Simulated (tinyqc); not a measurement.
Direct against trap-assisted paths: tunnelling through a thin dielectric with one trap, as a tight-binding chain.

Hopping -t everywhere, t = c/(m a^2), c = hbar^2/2m0; lead sites at 2t (band bottom 0), barrier sites 1 to N at 2t + phi, and site j has U besides. No voltage. Leads give S = -t exp(ika) on sites 1 and N, cos(ka) = 1 - E/(2t). T = (2 t sin(ka))^2 |G_1N|^2, G = (E - H - S)^-1. In the barrier cosh(q a) = 1 + (phi - E)/(2t).

Resonance: the lowest eigenvalue of H + S(E), iterated until its real part equals E (40 rounds from Eb = phi + 2t - sqrt(4t^2 + U^2), the level in an endless barrier). With v the normalised squared amplitudes of that state, Gamma_L = 2 t sin(ka) v_1, Gamma_R = 2 t sin(ka) v_N; Breit-Wigner T = Gamma_L Gamma_R/((E - Er)^2 + (Gamma_L + Gamma_R)^2/4).

Constants: hbar^2/2m0 = 3.80998211 eV angstrom^2.

Values chosen for the exercise (barrier and mass of the size used for Al2O3 on silicon; shifted at random, so the results belong to these values and not to a real crystal):
- a = 3 angstrom (site spacing)
- m = 0.27 m0 (mass, the same in leads and barrier)
- phi = 2.16 eV (conduction edge of the barrier above that of the leads)
- U = -3.48 eV (extra energy on the trap site)

N odd, the trap in the middle, j = (N + 1)/2. Direct T is that without trap at the energy Er; area = 2 pi Gamma_L Gamma_R/(Gamma_L + Gamma_R). The exponents are the slopes of the logarithms between the last two rows, per angstrom.

Against thickness:

| N | N a (angstrom) | Er (eV) | direct T | area (meV) |
|---|---|---|---|---|
| 5 | 15.0 | 0.5962 | 0.000242 | 126 |
| 7 | 21.0 | 0.6094 | 5.50e-06 | 19.0 |
| 9 | 27.0 | 0.6111 | 1.21e-07 | 2.82 |
| 11 | 33.0 | 0.6114 | 2.63e-09 | 0.416 |
| 13 | 39.0 | 0.6114 | 5.72e-11 | 0.0614 |
| 15 | 45.0 | 0.6114 | 1.25e-12 | 0.00907 |
| 17 | 51.0 | 0.6114 | 2.71e-14 | 0.00134 |

exponents (1/angstrom): direct 0.6379, through the trap 0.3190

What can be read from this table?

The direct path falls as exp(-0.638 d) and the path through a central trap as exp(-0.319 d), 2.00 times more slowly, since each step crosses half the layer. From 5 to 17 sites the first loses 10.0 decades and the second 5.0: in thicker layers even few traps rule the leakage. Inelastic capture with phonons is left out.

(tinyqc, `OMP_NUM_THREADS=1 python tinyqc.py 1482116 1482117 out.jsonl`, Intel(R) Xeon(R) Processor @ 2.30GHz, 1 thread, shared host, about 0.04 s.)
